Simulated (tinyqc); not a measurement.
From results back to parameters: two electrons on one impurity (helium-like model). Five cases, with inputs chosen for the exercise.

Problem. With equal orbitals the first electron is bound by Ha* Z^2/2 and the second by Ha* [(Z - 5/16)^2 - Z^2/2]. Both were computed from hidden Z and Ha*.

Find: (Z - 5/16)/Z; Z; Ha*.

Method. The sum of the two over twice the first is ((Z - 5/16)/Z)^2.

Case 1.

binding of the first and second electron (meV): 12.8963  2.6668

Solution.

(Z - 5/16)/Z = 0.7768
Z = 1.40
Ha* = 13.2 meV

Case 2.

binding of the first and second electron (meV): 125.0739  53.0098

Solution.

(Z - 5/16)/Z = 0.8438
Z = 2.00
Ha* = 62.5 meV

Case 3.

binding of the first and second electron (meV): 26.3955  11.1872

Solution.

(Z - 5/16)/Z = 0.8438
Z = 2.00
Ha* = 13.2 meV

Case 4.

binding of the first and second electron (meV): 39.5826  16.7762

Solution.

(Z - 5/16)/Z = 0.8438
Z = 2.00
Ha* = 19.8 meV

Case 5.

binding of the first and second electron (meV): 117.1601  49.6558

Solution.

(Z - 5/16)/Z = 0.8438
Z = 2.00
Ha* = 58.6 meV

Computed by tinyqc, one run a case: `OMP_NUM_THREADS=1 python tinyqc.py N N+1 out.jsonl` with N = 1282604, 1282611, 1282673, 1282740, 1282793; one thread of a shared Intel(R) Xeon(R) Processor @ 2.30GHz, about 0.06 s a run at most.
